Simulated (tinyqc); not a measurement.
# Van der Pauw, Hall and four-point-probe measurements on a doped layer: correction factor against the shape of the sample

A uniform n-type layer with sheet resistance Rs = 1/(q ns mu), point contacts, low field (mu B small).

Rs = 1/(q ns mu). For a rectangle with contacts at the corners, RA = (8 Rs/pi) sum_(k>=0) ln coth((2k + 1) pi a/(2 b)) with current along a short side b and voltage along the opposite one, RB the same with a and b exchanged. ar = a/b. F = Rs/[(pi/ln 2)(RA + RB)/2]; small-asymmetry estimate 1 - (ln 2/2) d^2 - ((ln 2)^2/4 - (ln 2)^3/12) d^4 with d = (RB - RA)/(RB + RA).

Inputs (values chosen for the exercise):
```
symbol   value        unit                     meaning
ns      3.2e15       cm^-2  sheet density of the layer
mu         100  cm^2/(V s)              drift mobility
```

Constants: q = 1.602176634e-19 C. Results are converted to the units shown.

Results:

| ar | RA (ohm) | RB (ohm) | RB/RA | F | estimate of F |
|---|---|---|---|---|---|
| 1 | 4.303 | 4.303 | 1.000 | 1.000 | 1.000 |
| 1.23 | 2.085 | 7.787 | 3.734 | 0.8718 | 0.8741 |
| 1.69 | 0.4913 | 15.99 | 32.55 | 0.5221 | 0.6213 |
| 1.91 | 0.2461 | 20.16 | 81.92 | 0.4217 | 0.5862 |
| 2.14 | 0.1195 | 24.59 | 205.8 | 0.3484 | 0.5713 |
| 2.37 | 0.05801 | 29.04 | 500.6 | 0.2958 | 0.5653 |
| 2.6 | 0.02817 | 33.51 | 1190 | 0.2566 | 0.5628 |

Estimate the missing row, ar = 1.46.

Computed row:

| ar | RA (ohm) | RB (ohm) | RB/RA | F | estimate of F |
|---|---|---|---|---|---|
| 1.46 | 1.012 | 11.76 | 11.62 | 0.6738 | 0.7082 |

With this row back in the table: RB/RA rises from 1.00 to 1190 and F falls from 1.00 to 0.257. The estimate is 5.1 % above F at a/b = 1.46 and 2.19 times it in the last row. RA shrinks about as exp(-pi a/b): by a factor of 2.06 between the last two rows, against 2.06.

Numbers from tinyqc (`OMP_NUM_THREADS=1 python tinyqc.py 2850174 2850175 out.jsonl`; about 0.07 s on one thread of a shared Intel Xeon 2.30GHz).
